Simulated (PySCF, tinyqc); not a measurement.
Inside a calculation. Method: RHF in the sto-3g basis, for H2, spin multiplicity 1. This run ends on a higher stationary point, not on the lowest solution. The lowest restricted solution is unstable here: a spin-polarised one lies 0.0414 hartree lower (PySCF). Computed by tinyqc, a small Python program that keeps every step (integrals from PySCF). Settings: charge = 0, multiplicity = 1, basis = sto-3g, energy threshold = 1e-09, iteration cap = 89, orthogonalisation = canonical, start = highest core orbitals, DIIS depth = 6, damping = 0.7, method = RHF. Command: `OMP_NUM_THREADS=1 python tinyqc.py 21977 21978 out.jsonl` (the two numbers bound the seeds that draw the settings). One thread of a shared host (Intel(R) Xeon(R) Processor @ 2.60GHz), about 0.03 s of CPU time with the checks. Later iterations appear only in the table of the cycle.

## One-electron integrals

Geometry (angstrom):
```
atom         x         y         z
H     0.000000  0.000000  0.000000
H     0.000000  0.000000  1.474000
```

Basis sto-3g: exponents (1/bohr^2) and contraction coefficients of normalised primitives:
```
element  l (shell)  exponent  coefficient
H            s (1)  3.425251     0.154329
H            s (1)  0.623914     0.535328
H            s (1)  0.168855     0.444635
```

Overlap, kinetic and nuclear-attraction integrals over the contracted functions; the nuclear repulsion is the sum of Za Zb / Rab.

nuclear repulsion = 0.35900761 hartree

overlap S:
```
          1H 1s     2H 1s
1H 1s  1.000000  0.266488
2H 1s  0.266488  1.000000
```

kinetic energy T (hartree):
```
          1H 1s     2H 1s
1H 1s  0.760032  0.011952
2H 1s  0.011952  0.760032
```

nuclear attraction V (hartree):
```
           1H 1s      2H 1s
1H 1s  -1.583997  -0.349001
2H 1s  -0.349001  -1.583997
```

core Hamiltonian H = T + V (hartree):
```
           1H 1s      2H 1s
1H 1s  -0.823965  -0.337049
2H 1s  -0.337049  -0.823965
```

## Two-electron integrals

Functions are numbered as in S; the eight-fold symmetry (ij|kl) = (ji|kl) = (kl|ij) leaves the list below.

Two-electron integrals (ij|kl) in chemists' order, unique and non-zero (hartree):
```
(11|11) 0.774606   (21|11) 0.143953   (21|21) 0.040542   (22|11) 0.351259
(22|21) 0.143953   (22|22) 0.774606
```

## Orthogonalisation

S = U s U^T; canonical form X = U s^(-1/2), so that X^T S X = 1. Each column of U has its largest component positive (the first on a tie).

eigenvalues of S: 0.733512  1.266488

X:
```
               1         2
1H 1s   0.825622  0.628325
2H 1s  -0.825622  0.628325
```

## Starting guess

The start is the highest orbitals of the core Hamiltonian (a deliberately bad start); D = 2 C_occ C_occ^T.

D at the start:
```
           1H 1s      2H 1s
1H 1s   1.363304  -1.363304
2H 1s  -1.363304   1.363304
```

## Iteration 1: building the Fock matrix

J_ij = sum D_kl (ij|kl), K_ij = sum D_kl (ik|jl); F = H + J - 0.5 K; E = tr D H + tr D J / 2 - 0.25 tr D K + E_nn.

Coulomb J (hartree):
```
          1H 1s     2H 1s
1H 1s  1.142393  0.281960
2H 1s  0.281960  1.142393
```

exchange K (hartree):
```
           1H 1s      2H 1s
1H 1s   0.718791  -0.141642
2H 1s  -0.141642   0.718791
```

Fock matrix F (hartree):
```
           1H 1s      2H 1s
1H 1s  -0.040967   0.015732
2H 1s   0.015732  -0.040967
```

total energy of this density = -0.38210395 hartree

This density is the starting one.

## Iteration 1: diagonalisation and new density

Diagonalise F' = X^T F X, C = X C', fill 1 alpha and 1 beta electrons from the bottom; D = 2 C_occ C_occ^T; the new density keeps 0.7 of the old one (damping). Each column has its largest component positive (the first on a tie).

F' = X^T F X (hartree):
```
           1          2
1  -0.077298   0.000000
2   0.000000  -0.019925
```

orbital energies (hartree): MO1 -0.077298, MO2 -0.019925

coefficients C:
```
             MO1       MO2
1H 1s   0.825622  0.628325
2H 1s  -0.825622  0.628325
```

D after iteration 1:
```
           1H 1s      2H 1s
1H 1s   1.363304  -1.363304
2H 1s  -1.363304   1.363304
```

## Iteration 2: building the Fock matrix

As before.

Coulomb J (hartree):
```
          1H 1s     2H 1s
1H 1s  1.142393  0.281960
2H 1s  0.281960  1.142393
```

exchange K (hartree):
```
           1H 1s      2H 1s
1H 1s   0.718791  -0.141642
2H 1s  -0.141642   0.718791
```

Fock matrix F (hartree):
```
           1H 1s      2H 1s
1H 1s  -0.040967   0.015732
2H 1s   0.015732  -0.040967
```

total energy of this density = -0.38210395 hartree

This density is a damped mixture and is not idempotent.

## Iteration 2 (converged): orbitals

Diagonalise F' = X^T F X, C = X C', fill 1 alpha and 1 beta electrons from the bottom; D = 2 C_occ C_occ^T. Each column has its largest component positive (the first on a tie).

F' = X^T F X (hartree):
```
           1          2
1  -0.077298   0.000000
2   0.000000  -0.019925
```

orbital energies (hartree): MO1 -0.077298, MO2 -0.019925

coefficients C:
```
             MO1       MO2
1H 1s   0.825622  0.628325
2H 1s  -0.825622  0.628325
```

D after iteration 2:
```
           1H 1s      2H 1s
1H 1s   1.363304  -1.363304
2H 1s  -1.363304   1.363304
```

## Convergence

Stop when the energy changes by less than 1e-09 hartree and every element of the error matrix X^T (F D S - S D F) X is below 9e-06.

Course of the cycle:
```
iteration  E (hartree)    change  largest element of the error matrix
1          -0.38210395         -                             1.89e-17
2          -0.38210395  0.000000                             1.89e-17
```

PySCF RHF in the same basis = -0.91870504 hartree

Converged in 2 iterations. But the solution lies 0.53660 hartree above the reference: it is another stationary point, not the lowest restricted one. Reruns (cap 100 unless said): DIIS 8: converged in 2 to a higher stationary point; damping 0.5: converged in 2 to a higher stationary point; level shift 0.5: converged in 2 to a higher stationary point; atomic densities as start, DIIS 8: converged in 3.

## Populations, bond orders and dipole

Mulliken: Z minus the diagonal of D S on the atom; Loewdin: the same with S^(1/2) D S^(1/2); Mayer order: 2 sum_s sum (D(s) S)_ij (D(s) S)_ji over the two atoms.

Charges (e):
```
atom  Mulliken  Loewdin
1H           0        0
2H           0        0
```

Mayer bond orders:
```
pair     order
2-1   1.000000
```

dipole moment about the origin, x y z (debye): 0.000000  0.000000  0.000000
